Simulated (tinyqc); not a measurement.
# Mobility from the current

Inverse problem. A Schottky diode carries J = q Nc [vR vD/(vR + vD)] exp(-phi/Vt) [exp(V/Vt) - 1]. A* = 4 pi q me m0 kB^2/h^3 (times 1e-4 for A/(cm^2 K^2)); Nc = 2 (2 pi me m0 kB T/h^2)^1.5 (times 1e-6 for cm^-3); vR = A* T^2/(q Nc). Find vR, vD and mun.

Values chosen for this exercise; band and dielectric values close to those of gallium nitride:
```
symbol  value  unit                             meaning
T         300     K                         temperature
me      0.203    m0                       electron mass
phi      1.34    eV  barrier height seen from the metal
V        0.63     V                                bias
```

Constants: q = 1.602176634e-19 C, kB = 1.380649e-23 J/K, h = 6.62607015e-34 J s, m0 = 9.1093837015e-31 kg, Vt = kB T/q. Results are converted to the units shown.

J = 2.2329131e-6 A/cm^2
vD/mun = 36859.795 V/cm

Answer. J gives the effective velocity v, and 1/vD = 1/v - 1/vR.

vR = 5.97e6 cm/s
vD = 3.69e7 cm/s
mun = 1.00e3 cm^2/(V s)

Computed by the program tinyqc: `OMP_NUM_THREADS=1 python tinyqc.py 2640033 2640034 out.jsonl`, one thread of a shared Intel Xeon 2.30GHz, about 0.01 s for the whole run.
